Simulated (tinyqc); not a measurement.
Sublattice potential against complex hopping: Haldane model. Computed by the program tinyqc. 

Honeycomb lattice:
```
parameter,value
t1 (eV),1.840000
t2 (eV),0.220000
phi (rad),-1.120000
```

H_AA = delta - 2 t2 sum cos(k.b + phi), H_BB = -delta - 2 t2 sum cos(k.b - phi), H_AB = -t1 (1 + exp(-i k.a1) + exp(-i k.a2)), b = a1, a2 - a1, -a2, m = 3 sqrt3 t2 sin(phi); the sign of the Chern number follows the orientation k1 then k2.

Gaps at the two valleys (eV) and Chern number of the lower band (12 x 12 mesh):
```
delta,gap 2|delta - m|,gap 2|delta + m|,Chern number
-1.8520,1.6461,5.7619,0
-1.3380,0.6181,4.7339,0
-0.6170,0.8239,3.2919,1
0.0000,2.0579,2.0579,1
0.4120,2.8819,1.2339,1
0.7720,3.6019,0.5139,1
1.2860,4.6299,0.5141,0
2.0580,6.1739,2.0581,0
```

Here |m| = 1.0290 eV. For |delta| < |m| the two valleys have masses of opposite sign and the Chern number is +/-1; one gap closes at |delta| = |m|, and beyond it the band is trivial.
